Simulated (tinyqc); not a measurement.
Elastic trap-assisted tunnelling through a dielectric: two steps of the calculation.

Emitter at x = 0 (Fermi level 0), collector at x = t (Fermi level -V), band edge U(x) = phi - F x, F = V/t. A trap at x has the energy E = U(x) - Et. With G(u) = (4/(3 F)) sqrt(mo/C) max(u, 0)^1.5, C = hbar^2/(2 m0): S1 = G(phi - E) - G(Et), S2 = G(Et) - G(phi - V - E), T1,2 = exp(-S1,2). The steady rate through one trap is nu T1 T2 (f1 - f2)/(T1 + T2), f1 = f(E), f2 = f(E + V), f(y) = 1/(1 + exp(y/Vt)); both contacts offer states at E.

Inputs (values chosen for the exercise); dielectric values close to those of silicon dioxide:
```
symbol,value,unit,meaning
T,350,K,temperature
phi,3.11,eV,barrier above the emitter Fermi level
mo,0.49,m0,tunnelling mass
t,4.6,nm,thickness
Et,2.66,eV,trap depth below the band edge of the dielectric
Nt,7.4e17,cm^-3,trap density
nu,1e13,1/s,attempt frequency
n,11,,points of the grid
V,1.71,V,voltage
xa,1.58,nm,left end of the grid
xb,2.61,nm,right end of the grid
```

Constants: q = 1.602176634e-19 C, kB = 1.380649e-23 J/K, hbar = 1.054571817e-34 J s, m0 = 9.1093837015e-31 kg, Vt = kB T/q, hbar^2/(2 m0) = 0.0380998212 eV nm^2. Results are converted to the units shown.

Question 1. Rate through a trap near the best position. n equally spaced x from xa to xb, where nearly all of the current flows; J = q Nt times the integral of the rate, by Simpson's rule.

Wanted: x; E; S1; S2; f1 - f2; rate; J.

Answer 1.

| point | x (nm) | E (eV) | S1 | S2 | f1 - f2 | rate (1/s) |
|---|---|---|---|---|---|---|
| 0 | 1.5800 | -0.13735 | 19.468 | 31.285 | 0.98958 | 0.25626 |
| 1 | 1.6830 | -0.17564 | 20.803 | 30.363 | 0.99705 | 0.64893 |
| 2 | 1.7860 | -0.21393 | 22.146 | 29.430 | 0.99917 | 1.6521 |
| 3 | 1.8890 | -0.25222 | 23.497 | 28.486 | 0.99977 | 4.2232 |
| 4 | 1.9920 | -0.29050 | 24.856 | 27.531 | 0.99993 | 10.340 |
| 5 | 2.0950 | -0.32879 | 26.222 | 26.565 | 0.99998 | 16.987 |
| 6 | 2.1980 | -0.36708 | 27.596 | 25.588 | 0.99999 | 9.1342 |
| 7 | 2.3010 | -0.40537 | 28.977 | 24.601 | 1.0000 | 2.5709 |
| 8 | 2.4040 | -0.44366 | 30.366 | 23.603 | 1.0000 | 0.64837 |
| 9 | 2.5070 | -0.48195 | 31.762 | 22.595 | 1.0000 | 0.16063 |
| 10 | 2.6100 | -0.52024 | 33.166 | 21.576 | 1.0000 | 0.039463 |

J = 5.7886e-8 A/cm^2

Question 2. The best-placed trap against direct tunnelling. At x = xs: E, S1, S2 and the occupation (T1 f1 + T2 f2)/(T1 + T2). Direct tunnelling at E = 0 has S = (4/(3 F)) sqrt(mo/C) [phi^1.5 - max(phi - V, 0)^1.5].

xs = 2.09 nm

Give: E; S1; S2; occupation; S of direct tunnelling.

Answer 2.

E = -0.3269 eV
S1 = 26.16
S2 = 26.61
occupation = 0.6123
S of direct tunnelling = 49.24

Range of the model: Phonon-assisted (inelastic) capture, chains of traps and a spread of trap depths are left out.

Computed by the program tinyqc: `OMP_NUM_THREADS=1 python tinyqc.py 2370095 2370096 out.jsonl`, one thread of a shared Intel Xeon 2.30GHz, about 0.03 s for the whole run.
